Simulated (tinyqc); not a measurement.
Worked calculation: G0W0 on RHF in the sto-6g basis, for H3+, spin multiplicity 1. One step of it, computed by the program tinyqc.

Question. Screening: direct RPA. With D = e_a - e_i and K = (ia|jb): diagonalise D^(1/2) (D + 4K) D^(1/2) = Z w^2 Z^T; X + Y = D^(1/2) Z w^(-1/2), each column of Z with its largest component positive (the first on a tie); E_c = (sum w - tr (D + 2K)) / 2.

orbital energies (hartree): MO1 -1.017014, MO2 -0.126525, MO3 -0.126366

Two-electron integrals over orbitals (pq|rs), unique and non-zero (hartree):
```
(11|11) 0.548234    (21|21) 0.146107    (22|11) 0.536749    (22|22) 0.627318
(31|11) 0.000026    (31|22) -0.102193   (31|31) 0.146110    (32|21) -0.102216
(32|32) 0.080365    (33|11) 0.536782    (33|22) 0.466657    (33|31) 0.102203
(33|33) 0.627328
```

Give: D^(1/2) (D + 4K) D^(1/2); excitation energies w; X + Y; RPA correlation energy.

Answer.

D^(1/2) (D + 4K) D^(1/2) (hartree^2):
```
        1>2     1>3
1>2  1.3134  0.0000
1>3  0.0000  1.3138
```

excitation energies w (hartree): 1.1460  1.1462

X + Y:
```
          1       2
1>2  0.8815  0.0000
1>3  0.0000  0.8815
```

RPA correlation energy = -0.036666 hartree
